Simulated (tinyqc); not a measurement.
Inside a calculation. Method: UKS/BLYP in the sto-3g basis, for H4, spin multiplicity 3. This run ends on a higher stationary point, not on the lowest solution. Computed by tinyqc, a small Python program that keeps every step (integrals from PySCF). Settings: charge = 0, multiplicity = 3, basis = sto-3g, energy threshold = 1e-09, iteration cap = 83, orthogonalisation = symmetric, start = core, DIIS depth = 0, method = UKS, functional = blyp, grid = [30, 14]. Command: `OMP_NUM_THREADS=1 python tinyqc.py 31133 31134 out.jsonl` (the two numbers bound the seeds that draw the settings). One thread of a shared host (Intel(R) Xeon(R) Processor @ 2.60GHz), about 2 s of CPU time with the checks. Later iterations appear only in the table of the cycle.

## One-electron integrals

Geometry (angstrom):
```
atom        x        y        z
H     0.00000  0.00000  0.00000
H     0.00000  0.00000  1.27300
H     0.00000  2.36900  0.00000
H     0.00000  2.36900  1.27300
```

Basis sto-3g: exponents (1/bohr^2) and contraction coefficients of normalised primitives:
```
element  l (shell)  exponent  coefficient
H            s (1)   3.42525      0.15433
H            s (1)   0.62391      0.53533
H            s (1)   0.16886      0.44463
```

Overlap, kinetic and nuclear-attraction integrals over the contracted functions; the nuclear repulsion is the sum of Za Zb / Rab.

nuclear repulsion = 1.6716706 hartree

overlap S:
```
         1H 1s    2H 1s    3H 1s    4H 1s
1H 1s  1.00000  0.35156  0.06305  0.03441
2H 1s  0.35156  1.00000  0.03441  0.06305
3H 1s  0.06305  0.03441  1.00000  0.35156
4H 1s  0.03441  0.06305  0.35156  1.00000
```

kinetic energy T (hartree):
```
          1H 1s     2H 1s     3H 1s     4H 1s
1H 1s   0.76003   0.03835  -0.01128  -0.00930
2H 1s   0.03835   0.76003  -0.00930  -0.01128
3H 1s  -0.01128  -0.00930   0.76003   0.03835
4H 1s  -0.00930  -0.01128   0.03835   0.76003
```

nuclear attraction V (hartree):
```
          1H 1s     2H 1s     3H 1s     4H 1s
1H 1s  -2.05811  -0.64905  -0.09966  -0.05581
2H 1s  -0.64905  -2.05811  -0.05581  -0.09966
3H 1s  -0.09966  -0.05581  -2.05811  -0.64905
4H 1s  -0.05581  -0.09966  -0.64905  -2.05811
```

core Hamiltonian H = T + V (hartree):
```
          1H 1s     2H 1s     3H 1s     4H 1s
1H 1s  -1.29808  -0.61070  -0.11094  -0.06511
2H 1s  -0.61070  -1.29808  -0.06511  -0.11094
3H 1s  -0.11094  -0.06511  -1.29808  -0.61070
4H 1s  -0.06511  -0.11094  -0.61070  -1.29808
```

## Two-electron integrals

Functions are numbered as in S; the eight-fold symmetry (ij|kl) = (ji|kl) = (kl|ij) leaves the list below.

Two-electron integrals (ij|kl) in chemists' order, unique and non-zero (hartree):
```
(11|11) 0.77461   (21|11) 0.20147   (21|21) 0.07395   (22|11) 0.39840
(22|21) 0.20147   (22|22) 0.77461   (31|11) 0.02683   (31|21) 0.00818
(31|22) 0.01893   (31|31) 0.00195   (32|11) 0.01242   (32|21) 0.00473
(32|22) 0.01344   (32|31) 0.00095   (32|32) 0.00056   (33|11) 0.22319
(33|21) 0.07538   (33|22) 0.19672   (33|31) 0.02683   (33|32) 0.01344
(33|33) 0.77461   (41|11) 0.01344   (41|21) 0.00473   (41|22) 0.01242
(41|31) 0.00095   (41|32) 0.00055   (41|33) 0.01242   (41|41) 0.00056
(42|11) 0.01893   (42|21) 0.00818   (42|22) 0.02683   (42|31) 0.00137
(42|32) 0.00095   (42|33) 0.01893   (42|41) 0.00095   (42|42) 0.00195
(43|11) 0.07538   (43|21) 0.02719   (43|22) 0.07538   (43|31) 0.00818
(43|32) 0.00473   (43|33) 0.20147   (43|41) 0.00473   (43|42) 0.00818
(43|43) 0.07395   (44|11) 0.19672   (44|21) 0.07538   (44|22) 0.22319
(44|31) 0.01893   (44|32) 0.01242   (44|33) 0.39840   (44|41) 0.01344
(44|42) 0.02683   (44|43) 0.20147   (44|44) 0.77461
```

## Orthogonalisation

S = U s U^T; symmetric (Loewdin) form X = U s^(-1/2) U^T, so that X^T S X = 1.

eigenvalues of S: 0.61980  0.67708  1.25409  1.44903

X:
```
          1H 1s     2H 1s     3H 1s     4H 1s
1H 1s   1.05230  -0.19045  -0.02929  -0.00183
2H 1s  -0.19045   1.05230  -0.00183  -0.02929
3H 1s  -0.02929  -0.00183   1.05230  -0.19045
4H 1s  -0.00183  -0.02929  -0.19045   1.05230
```

## Starting guess

The start is the orbitals of the core Hamiltonian; D(s) = C_occ C_occ^T for each spin.

D(alpha) at the start:
```
          1H 1s     2H 1s     3H 1s     4H 1s
1H 1s   0.74111   0.00264   0.34242  -0.39605
2H 1s   0.00264   0.74111  -0.39605   0.34242
3H 1s   0.34242  -0.39605   0.74111   0.00264
4H 1s  -0.39605   0.34242   0.00264   0.74111
```

D(beta) at the start:
```
         1H 1s    2H 1s    3H 1s    4H 1s
1H 1s  0.17253  0.17253  0.17253  0.17253
2H 1s  0.17253  0.17253  0.17253  0.17253
3H 1s  0.17253  0.17253  0.17253  0.17253
4H 1s  0.17253  0.17253  0.17253  0.17253
```

## Iteration 1: exchange-correlation on the grid

Becke grid with 30 radial and 14 angular points per atom, points of zero weight dropped. rho = sum D_ij phi_i phi_j; V_xc,ij = sum w v_xc phi_i phi_j plus the gradient terms; v_xc is d(rho eps)/d rho(s) for spin s at fixed gradient.

The 12 grid points with the largest w rho, of 1660 (bohr, atomic units):
```
x               y        z        w  rho(alpha)  rho(beta)    eps_xc  v_xc(alpha)
0.74811   0.74811  1.65751  0.32941     0.02191    0.00964  -0.29915     -0.34459
-0.74811  0.74811  1.65751  0.32941     0.02191    0.00964  -0.29915     -0.34459
-0.74811  0.74811  0.74811  0.32941     0.02191    0.00964  -0.29915     -0.34459
0.74811   0.74811  0.74811  0.32941     0.02191    0.00964  -0.29915     -0.34459
0.74811   3.72865  1.65751  0.32941     0.02191    0.00964  -0.29915     -0.34459
-0.74811  3.72865  1.65751  0.32941     0.02191    0.00964  -0.29915     -0.34459
-0.74811  3.72865  0.74811  0.32941     0.02191    0.00964  -0.29915     -0.34459
0.74811   3.72865  0.74811  0.32941     0.02191    0.00964  -0.29915     -0.34459
0.62173   0.62173  1.78389  0.21312     0.03415    0.01343  -0.33823     -0.39666
-0.62173  0.62173  1.78389  0.21312     0.03415    0.01343  -0.33823     -0.39666
-0.62173  0.62173  0.62173  0.21312     0.03415    0.01343  -0.33823     -0.39666
0.62173   0.62173  0.62173  0.21312     0.03415    0.01343  -0.33823     -0.39666
```

electrons on the grid, sum of w rho = 3.99322

E_xc = sum of w rho eps_xc = -1.3877915 hartree

V_xc(alpha) (hartree):
```
          1H 1s     2H 1s     3H 1s     4H 1s
1H 1s  -0.47314  -0.14232  -0.01841  -0.00991
2H 1s  -0.14232  -0.47314  -0.00991  -0.01841
3H 1s  -0.01841  -0.00991  -0.47314  -0.14232
4H 1s  -0.00991  -0.01841  -0.14232  -0.47314
```

V_xc(beta) (hartree):
```
          1H 1s     2H 1s     3H 1s     4H 1s
1H 1s  -0.37103  -0.11713  -0.01568  -0.00870
2H 1s  -0.11713  -0.37103  -0.00870  -0.01568
3H 1s  -0.01568  -0.00870  -0.37103  -0.11713
4H 1s  -0.00870  -0.01568  -0.11713  -0.37103
```

## Iteration 1: building the Kohn-Sham matrix

J_ij = sum D_kl (ij|kl) with D = D(alpha) + D(beta); F = H + J + V_xc; E = tr D H + tr D J / 2 + E_xc + E_nn.

Coulomb J (hartree):
```
         1H 1s    2H 1s    3H 1s    4H 1s
1H 1s  1.58793  0.55394  0.09192  0.05202
2H 1s  0.55394  1.58793  0.05202  0.09192
3H 1s  0.09192  0.05202  1.58793  0.55394
4H 1s  0.05202  0.09192  0.55394  1.58793
```

F(alpha) (hartree):
```
          1H 1s     2H 1s     3H 1s     4H 1s
1H 1s  -0.18329  -0.19908  -0.03743  -0.02299
2H 1s  -0.19908  -0.18329  -0.02299  -0.03743
3H 1s  -0.03743  -0.02299  -0.18329  -0.19908
4H 1s  -0.02299  -0.03743  -0.19908  -0.18329
```

F(beta) (hartree):
```
          1H 1s     2H 1s     3H 1s     4H 1s
1H 1s  -0.08118  -0.17389  -0.03470  -0.02178
2H 1s  -0.17389  -0.08118  -0.02178  -0.03470
3H 1s  -0.03470  -0.02178  -0.08118  -0.17389
4H 1s  -0.02178  -0.03470  -0.17389  -0.08118
```

total energy of this density = -1.8911802 hartree

## Iteration 1: diagonalisation and new density

Diagonalise F' = X^T F X, C = X C', fill 3 alpha and 1 beta electrons from the bottom; D(s) = C_occ C_occ^T. Each column has its largest component positive (the first on a tie).

F' = X^T F X (alpha) (hartree):
```
          1         2         3         4
1  -0.12789  -0.15327  -0.02390  -0.00053
2  -0.15327  -0.12789  -0.00053  -0.02390
3  -0.02390  -0.00053  -0.12789  -0.15327
4  -0.00053  -0.02390  -0.15327  -0.12789
```

orbital energies (alpha) (hartree): MO1 -0.30558, MO2 -0.25672, MO3 0.00200, MO4 0.04876

coefficients C (alpha):
```
           MO1       MO2       MO3       MO4
1H 1s  0.41537   0.44648   0.60765   0.63510
2H 1s  0.41537   0.44648  -0.60765  -0.63510
3H 1s  0.41537  -0.44648   0.60765  -0.63510
4H 1s  0.41537  -0.44648  -0.60765   0.63510
```

F' = X^T F X (beta) (hartree):
```
          1         2         3         4
1  -0.02128  -0.16541  -0.02731  -0.00102
2  -0.16541  -0.02128  -0.00102  -0.02731
3  -0.02731  -0.00102  -0.02128  -0.16541
4  -0.00102  -0.02731  -0.16541  -0.02128
```

orbital energies (beta) (hartree): MO1 -0.21501, MO2 -0.15836, MO3 0.11784, MO4 0.17042

coefficients C (beta):
```
           MO1       MO2       MO3       MO4
1H 1s  0.41537   0.44648   0.60765   0.63510
2H 1s  0.41537   0.44648  -0.60765  -0.63510
3H 1s  0.41537  -0.44648   0.60765  -0.63510
4H 1s  0.41537  -0.44648  -0.60765   0.63510
```

D(alpha) after iteration 1:
```
          1H 1s     2H 1s     3H 1s     4H 1s
1H 1s   0.74111   0.00264   0.34242  -0.39605
2H 1s   0.00264   0.74111  -0.39605   0.34242
3H 1s   0.34242  -0.39605   0.74111   0.00264
4H 1s  -0.39605   0.34242   0.00264   0.74111
```

D(beta) after iteration 1:
```
         1H 1s    2H 1s    3H 1s    4H 1s
1H 1s  0.17253  0.17253  0.17253  0.17253
2H 1s  0.17253  0.17253  0.17253  0.17253
3H 1s  0.17253  0.17253  0.17253  0.17253
4H 1s  0.17253  0.17253  0.17253  0.17253
```

## Iteration 2: exchange-correlation on the grid

As before.

The 12 grid points with the largest w rho, of 1660 (bohr, atomic units):
```
x               y        z        w  rho(alpha)  rho(beta)    eps_xc  v_xc(alpha)
0.74811   3.72865  0.74811  0.32941     0.02191    0.00964  -0.29915     -0.34459
-0.74811  3.72865  0.74811  0.32941     0.02191    0.00964  -0.29915     -0.34459
-0.74811  3.72865  1.65751  0.32941     0.02191    0.00964  -0.29915     -0.34459
0.74811   3.72865  1.65751  0.32941     0.02191    0.00964  -0.29915     -0.34459
-0.74811  0.74811  0.74811  0.32941     0.02191    0.00964  -0.29915     -0.34459
0.74811   0.74811  0.74811  0.32941     0.02191    0.00964  -0.29915     -0.34459
-0.74811  0.74811  1.65751  0.32941     0.02191    0.00964  -0.29915     -0.34459
0.74811   0.74811  1.65751  0.32941     0.02191    0.00964  -0.29915     -0.34459
-0.62173  3.85503  0.62173  0.21312     0.03415    0.01343  -0.33823     -0.39666
0.62173   3.85503  0.62173  0.21312     0.03415    0.01343  -0.33823     -0.39666
-0.62173  3.85503  1.78389  0.21312     0.03415    0.01343  -0.33823     -0.39666
0.62173   3.85503  1.78389  0.21312     0.03415    0.01343  -0.33823     -0.39666
```

electrons on the grid, sum of w rho = 3.99322

E_xc = sum of w rho eps_xc = -1.3877915 hartree

V_xc(alpha) (hartree):
```
          1H 1s     2H 1s     3H 1s     4H 1s
1H 1s  -0.47314  -0.14232  -0.01841  -0.00991
2H 1s  -0.14232  -0.47314  -0.00991  -0.01841
3H 1s  -0.01841  -0.00991  -0.47314  -0.14232
4H 1s  -0.00991  -0.01841  -0.14232  -0.47314
```

V_xc(beta) (hartree):
```
          1H 1s     2H 1s     3H 1s     4H 1s
1H 1s  -0.37103  -0.11713  -0.01568  -0.00870
2H 1s  -0.11713  -0.37103  -0.00870  -0.01568
3H 1s  -0.01568  -0.00870  -0.37103  -0.11713
4H 1s  -0.00870  -0.01568  -0.11713  -0.37103
```

## Iteration 2: building the Kohn-Sham matrix

As before.

Coulomb J (hartree):
```
         1H 1s    2H 1s    3H 1s    4H 1s
1H 1s  1.58793  0.55394  0.09192  0.05202
2H 1s  0.55394  1.58793  0.05202  0.09192
3H 1s  0.09192  0.05202  1.58793  0.55394
4H 1s  0.05202  0.09192  0.55394  1.58793
```

F(alpha) (hartree):
```
          1H 1s     2H 1s     3H 1s     4H 1s
1H 1s  -0.18329  -0.19908  -0.03743  -0.02299
2H 1s  -0.19908  -0.18329  -0.02299  -0.03743
3H 1s  -0.03743  -0.02299  -0.18329  -0.19908
4H 1s  -0.02299  -0.03743  -0.19908  -0.18329
```

F(beta) (hartree):
```
          1H 1s     2H 1s     3H 1s     4H 1s
1H 1s  -0.08118  -0.17389  -0.03470  -0.02178
2H 1s  -0.17389  -0.08118  -0.02178  -0.03470
3H 1s  -0.03470  -0.02178  -0.08118  -0.17389
4H 1s  -0.02178  -0.03470  -0.17389  -0.08118
```

total energy of this density = -1.8911802 hartree

## Iteration 2 (converged): orbitals

As before.

F' = X^T F X (alpha) (hartree):
```
          1         2         3         4
1  -0.12789  -0.15327  -0.02390  -0.00053
2  -0.15327  -0.12789  -0.00053  -0.02390
3  -0.02390  -0.00053  -0.12789  -0.15327
4  -0.00053  -0.02390  -0.15327  -0.12789
```

orbital energies (alpha) (hartree): MO1 -0.30558, MO2 -0.25672, MO3 0.00200, MO4 0.04876

coefficients C (alpha):
```
           MO1       MO2       MO3       MO4
1H 1s  0.41537   0.44648   0.60765   0.63510
2H 1s  0.41537   0.44648  -0.60765  -0.63510
3H 1s  0.41537  -0.44648   0.60765  -0.63510
4H 1s  0.41537  -0.44648  -0.60765   0.63510
```

F' = X^T F X (beta) (hartree):
```
          1         2         3         4
1  -0.02128  -0.16541  -0.02731  -0.00102
2  -0.16541  -0.02128  -0.00102  -0.02731
3  -0.02731  -0.00102  -0.02128  -0.16541
4  -0.00102  -0.02731  -0.16541  -0.02128
```

orbital energies (beta) (hartree): MO1 -0.21501, MO2 -0.15836, MO3 0.11784, MO4 0.17042

coefficients C (beta):
```
           MO1       MO2       MO3       MO4
1H 1s  0.41537   0.44648   0.60765   0.63510
2H 1s  0.41537   0.44648  -0.60765  -0.63510
3H 1s  0.41537  -0.44648   0.60765  -0.63510
4H 1s  0.41537  -0.44648  -0.60765   0.63510
```

D(alpha) after iteration 2:
```
          1H 1s     2H 1s     3H 1s     4H 1s
1H 1s   0.74111   0.00264   0.34242  -0.39605
2H 1s   0.00264   0.74111  -0.39605   0.34242
3H 1s   0.34242  -0.39605   0.74111   0.00264
4H 1s  -0.39605   0.34242   0.00264   0.74111
```

D(beta) after iteration 2:
```
         1H 1s    2H 1s    3H 1s    4H 1s
1H 1s  0.17253  0.17253  0.17253  0.17253
2H 1s  0.17253  0.17253  0.17253  0.17253
3H 1s  0.17253  0.17253  0.17253  0.17253
4H 1s  0.17253  0.17253  0.17253  0.17253
```

## Convergence

Stop when the energy changes by less than 1e-09 hartree and every element of the error matrix X^T (F D S - S D F) X (for each spin) is below 9e-06.

Course of the cycle:
```
iteration  E (hartree)     change  largest element of the error matrix
1           -1.8911802          -                             4.35e-15
2           -1.8911802  -4.44e-16                             4.86e-14
```

PySCF UKS in the same basis, fine grid, after a stability check = -1.9032355 hartree

Converged in 2 iterations. But the solution lies 0.01206 hartree above the reference: it is another stationary point, not the lowest one. Reruns (cap 100 unless said): DIIS 8: converged in 2 to a higher stationary point; damping 0.5: converged in 2 to a higher stationary point; level shift 0.5: converged in 2 to a higher stationary point; atomic densities as start, DIIS 8: converged in 3 to a higher stationary point.

## Populations, bond orders and dipole

Mulliken: Z minus the diagonal of D S on the atom; Loewdin: the same with S^(1/2) D S^(1/2); Mayer order: 2 sum_s sum (D(s) S)_ij (D(s) S)_ji over the two atoms.

Charges (e):
```
atom  Mulliken  Loewdin  Mulliken spin
1H           0        0        0.50000
2H           0        0        0.50000
3H           0        0        0.50000
4H           0        0        0.50000
```

Mayer bond orders:
```
pair    order
2-1   0.25000
3-1   0.25000
3-2   0.25000
4-1   0.25000
4-2   0.25000
4-3   0.25000
```

dipole moment about the origin, x y z (debye): 0.00000  0.00000  0.00000

<S^2> of the determinant (pure state: 2) = 2.00000
